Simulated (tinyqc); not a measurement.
# Weibull slope from two areas

Problem. Oxide breakdown times follow a Weibull law, F = 1 - exp(-(t/t63)^beta). For defects spread at random t63 goes as A^(-1/beta). Find beta and the time at which the share Fp of the area-A2 devices has failed, t63(A2) (-ln(1 - Fp))^(1/beta).

Values chosen for this exercise: area of a test capacitor A1 = 2500 um^2; gate area of the product A2 = 7.6e6 um^2; allowed share of failed products Fp = 1e-6.

t63 at the areas A1 and A2 (s): [160, 14.083278]

Solution. beta = ln(A2/A1)/ln(t63(A1)/t63(A2)).

beta = 3.300
time to Fp = 0.2141 s

Numbers from tinyqc (`OMP_NUM_THREADS=1 python tinyqc.py 2070015 2070016 out.jsonl`; about 0.01 s on one thread of a shared Intel Xeon 2.30GHz).
